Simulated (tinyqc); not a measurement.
Non-radiative capture by multiphonon emission, one effective mode: one step, computed by the program tinyqc. Command: `OMP_NUM_THREADS=1 python tinyqc.py 3027986 3027987 out.jsonl capture walk`. One thread of a shared host (Intel(R) Xeon(R) Processor @ 2.30GHz), about 0.01 s of CPU time with the checks.

The initial state (free carrier plus empty centre) lies dE above the final state; both have the same frequency and are displaced by dQ.

Problem. Geometry of the two curves. dQ = sqrt(2 S (hbar^2/u)/hbar omega); relaxation energy lambda = S hbar omega; phonons needed P = dE/hbar omega; classical barrier E_b = (dE - lambda)^2/(4 lambda); occupation n = 1/(exp(hbar omega/k_B T) - 1).

Inputs (values chosen for the exercise, with mass, screening and phonons like those of GaAs):

| quantity | value | unit |
|---|---|---|
| energy released dE | 0.227 | eV |
| phonon energy hbar omega | 20.3 | meV |
| Huang-Rhys factor S | 7.52 | - |
| temperature T | 77 | K |

Centre: repulsive.

Constants: hbar^2/u = 4.18015928e-03 eV angstrom^2; k_B = 8.617333262e-05 eV/K.

Give: dQ; lambda; P; classical barrier E_b; occupation n.

Solution.

dQ = 1.7598 u^(1/2) angstrom

lambda = 0.152656 eV

P = 11.182

classical barrier E_b = 0.0090514 eV

occupation n = 0.049227

dE exceeds lambda: the inverted case usual for deep centres, in which the curves cross on the far side of the initial minimum.
